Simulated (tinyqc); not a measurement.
Heavy doping: band filling, gap narrowing, band tails and the effective intrinsic density: one step, computed by the program tinyqc. Command: `OMP_NUM_THREADS=1 python tinyqc.py 3031596 3031597 out.jsonl gapnarrow walk`. One thread of a shared host (Intel(R) Xeon(R) Processor @ 2.30GHz), about 0.03 s of CPU time with the checks.

An n-type crystal above its Mott density, with all dopants ionised: n = N_D - N_A, ionised centres N_I = N_D + N_A. Valleys are taken as spherical with mass m_e.

Question. What optics and devices see. n = M_c (1/(2 pi^2)) (m_e/(hbar^2/2m_0))^(3/2) int sqrt(E) f dE, f = 1/(1 + exp((E - E_F)/k_B T)); trapezoid rule in t = sqrt(E/k_B T), step 0.02 up to 12; E_F by bisection from the band edge. Absorption edge of a direct gap, from the valence band at k_F (T = 0 value) to the Fermi level: E_g - narrowing + E_F + (hbar^2/2m_0) k_F^2/m_h, k_F = (3 pi^2 n)^(1/3); the shift is the edge less E_g. n p/n_i^2 = exp(narrowing/k_B T) x (n/N) exp(-E_F/k_B T), N being the limit of n exp(-E_F/k_B T) far below the edge (taken at E_F = -12 k_B T); apparent narrowing = k_B T ln(n p/n_i^2).

Inputs (values chosen for the exercise, modelled on InAs): gap E_g = 0.358 eV; electron mass m_e = 0.0263 m_0; valleys M_c = 1; hole mass m_h = 0.408 m_0; temperature T = 400 K.

Conduction band: parabolic.

n = 1.30e+18 cm^-3

E_F above the band edge = 158.7377 meV

gap narrowing = 15.20488 meV

Constants: k_B = 8.617333262e-05 eV/K; hbar^2/(2 m_0) = 3.80998212 eV angstrom^2.

Give: shift of the absorption edge; absorption edge; apparent narrowing; log10(n p/n_i^2).

Answer.

shift of the absorption edge = 154.2 meV

absorption edge = 0.5122 eV

apparent narrowing = -72.34 meV

log10(n p/n_i^2) = -0.9114

Degeneracy takes back 87.5 meV of the 15.2 meV of narrowing, so the minority density ends below its ideal value n_i^2/n. Caution: the screening length is well below a*, where static Thomas-Fermi screening overstates the Coulomb hole. Caution: E_F exceeds a tenth of the gap, so the parabolic band overstates it, by tens of per cent once E_F nears E_g; higher valleys may fill as well.
